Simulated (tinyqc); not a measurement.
Inside a calculation: deformation-potential model of the Delta valleys of a conduction band. Values are carried at full precision from step to step, so a last printed digit may differ when a step is redone from the rounded ones.

s11 = (C11 + C12)/((C11 - C12)(C11 + 2 C12)), s12 = -C12/((C11 - C12)(C11 + 2 C12)), s44 = 1/C44; exx = s11 sxx + s12 (syy + szz) and cyclic, exy = s44 sxy/2; tension is positive. A uniaxial stress X along the unit vector n is s_ij = X n_i n_j.

Constants: kB = 8.617333262e-05 eV/K; hbar^2/2m0 = 3.80998211 eV angstrom^2.

Parameters, chosen for this exercise (near those of Si; the results hold for these values, not for the real material):

| symbol | value | unit | meaning |
|---|---|---|---|
| C11 | 175.7 | GPa |  |
| C12 | 65.5 | GPa |  |
| C44 | 75.3 | GPa |  |
| load | uniaxial [111] |  | kind of stress |
| X | 1.29 | GPa | stress |
| Xd | 1.12 | eV | dilation potential |
| Xu | 9.35 | eV | uniaxial potential |
| T | 150 | K | temperature |
| ml | 0.91 | m0 | longitudinal mass |
| mt | 0.191 | m0 | transverse mass |

## Strain from a uniaxial [111] stress

Form the compliances and the strain.

s11, s12, s44 (1/TPa): 7.1364  -1.9380  13.2802

strain tensor:
```
          x         y         z
x  0.001402  0.002855  0.002855
y  0.002855  0.001402  0.002855
z  0.002855  0.002855  0.001402
```

## Valley shifts

Valleys with axes along x, y and z, each a pair at +k and -k. Herring-Vogt shift of a valley with unit axis a: dE = Xd tr(e) + Xu a.e.a. Non-degenerate shares n_i = exp(-dE_i/kT)/sum_j exp(-dE_j/kT). Inverse mass tensor of a valley: (1 - a a)/mt + a a/ml; the masses are taken as independent of strain.

Apply the Herring-Vogt formula to each valley.

Xd tr(e) = 4.71 meV

a.e.a: x 0.001402, y 0.001402, z 0.001402

shifts dE (meV): x 17.82, y 17.82, z 17.82

All valleys shift alike: this load keeps them equivalent by symmetry.

## Shares of the electrons

Boltzmann factors of the shifts.

kT = 12.926 meV

shares: x 0.3333, y 0.3333, z 0.3333

effective number of valley axes, 1/(largest share) = 3.000

## Conductivity mass tensor

With one scattering time for all valleys the conductivity goes as M = sum_i n_i (inverse mass tensor of valley i); along the unit vector u, 1/m_c = u.M.u. Without stress 1/m_c = (1/ml + 2/mt)/3. Take u along [110].

M (1/m0):
```
       x      y      z
x  3.857  0.000  0.000
y  0.000  3.857  0.000
z  0.000  0.000  3.857
```

m_c along [110] = 0.2593 m0
m_c without stress = 0.2593 m0

The mobility along [110] does not change; with all electrons in the valleys lightest or heaviest along this direction it would change by +36 or -18 %.

## Effective density of states

Each of the 6 whole valleys has m_d = (ml mt^2)^(1/3) and N = 2 (m_d kT/(4 pi c))^(3/2), c = hbar^2/2m0. Counted from the lowest edge, Nc = N x 2 x sum_i exp(-(dE_i - dE_min)/kT). 1 angstrom^-3 = 1e24 cm^-3.

m_d = 0.3214 m0
N of one valley = 1.617e+18 cm^-3
Nc under stress = 9.699e+18 cm^-3
Nc without stress = 9.699e+18 cm^-3

## Piezoresistance from repopulation

For small stress d(rho)/rho = pi X. For valleys on the cube axes pi11 = -(2/3) Xu (s11 - s12)/kT x (K - 1)/(2K + 1), pi12 = -pi11/2, pi44 = 0, K = ml/mt. For stress along [110]: pi_l = (pi11 + pi12 + pi44)/2 with the current along it and pi_t = (pi11 + pi12 - pi44)/2 with the current along [1-10]. 1/GPa = 100 x 1e-11/Pa.

K = 4.764

pi11, pi12, pi44 (1e-11/Pa): -156.5  78.2  0.0

pi_l, pi_t for [110] (1e-11/Pa): -39.1  -39.1

Only the transfer between valleys is counted; changes of mass and of intervalley scattering add to it in a real crystal.

## Checks

- Conductivity mass at zero stress against 3/(1/ml + 2/mt): both 0.2592889.
- Piezoresistance coefficients by finite differences against the closed form: largest difference 8.9e-08.

Computed by tinyqc, a small Python program: `OMP_NUM_THREADS=1 python tinyqc.py 1050042 1050043 out.jsonl` (the numbers bound the seed that draws the inputs); one thread of a shared host (Intel(R) Xeon(R) Processor @ 2.30GHz), about 0.01 s for the whole set of steps.
